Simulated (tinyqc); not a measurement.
Front-illuminated p-i-n photodiode, quantum efficiency and bandwidth: one step of the calculation.

Light enters through a p layer (0 to xp), a depleted layer (xp to xp + wi) and a thick n substrate, decaying as exp(-al x); one pass, no back reflection. Carriers made in the depleted layer are all collected; those in the neutral layers diffuse.

Question. Quantum efficiency. k = al Ln, s = S Ln/Dn, e = exp(-al xp); front layer f1 = (k/(k^2 - 1)) {[s + k - e (s cosh(xp/Ln) + sinh(xp/Ln))]/[s sinh(xp/Ln) + cosh(xp/Ln)] - k e}; depleted layer f2 = e (1 - exp(-al wi)); substrate f3 = e exp(-al wi) al Lp/(1 + al Lp); external efficiency (1 - Rf)(f1 + f2 + f3); responsivity = efficiency q lam/(h c).

Values chosen for this exercise; values close to those of In0.53Ga0.47As at this wavelength:
```
symbol  value    unit                                         meaning
lam      1550      nm                                      wavelength
al       7260    1/cm                          absorption coefficient
Rf       0.02                           reflectance of the front face
xp        0.7      um                  thickness of the front p layer
wi       0.54      um                 thickness of the depleted layer
Dn        110  cm^2/s   electron diffusion coefficient in the p layer
Ln       0.37      um        electron diffusion length in the p layer
S         100    cm/s     recombination velocity of the front surface
Lp         27      um  hole diffusion length in the thick n substrate
```

Constants: q = 1.602176634e-19 C, h = 6.62607015e-34 J s, c = 299792458 m/s. Results are converted to the units shown.

Wanted: s; f1; f2; f3; external efficiency; responsivity.

Answer.

s = 3.3636e-5
f1 = 0.19027
f2 = 0.19511
f3 = 0.38674
external efficiency = 0.75668
responsivity = 0.94596 A/W

The front layer absorbs 39.8 % of the light that enters and collects 47.8 % of that. Diffusion from the neutral layers makes up 74.7 % of the current.

tinyqc, about 0.01 s, one thread, Intel Xeon 2.30GHz (shared host): `OMP_NUM_THREADS=1 python tinyqc.py 2250106 2250107 out.jsonl`
